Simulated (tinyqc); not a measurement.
Biaxially strained (001) channel, valley splitting in an inversion layer: one step of the calculation.

A thin layer grown on a relaxed buffer is stretched in the plane. The two valleys with their long axis along the growth direction (D2) sink against the four in-plane ones (D4); confinement in a triangular well splits them too. Only the lowest subband of each set is kept; one relaxation time, so the weakening of intervalley scattering is left out.

Task. Strain, stress and splitting. e_par = b1 x, e_perp = -2 (c12/c11) e_par, splitting D = Xu (e_par - e_perp), in-plane stress (c11 + c12 - 2 c12^2/c11) e_par.

Parameters, values chosen for the exercise; values close to those of silicon on relaxed silicon-germanium:
- x = 0.19 (germanium share of the relaxed buffer)
- b1 = 0.0418 (lattice mismatch per unit x)
- c11 = 164 GPa (elastic constant)
- c12 = 63.9 GPa (elastic constant)
- Xu = 8.91 eV (shear deformation potential)

Give: e_par; e_perp; D; stress.

Result.

e_par = 0.7942 %
e_perp = -0.6189 %
D = 125.9 meV
stress = 1.415 GPa

Program tinyqc, `OMP_NUM_THREADS=1 python tinyqc.py 2530070 2530071 out.jsonl`; Intel Xeon 2.30GHz, shared host, one thread, about 0.01 s.
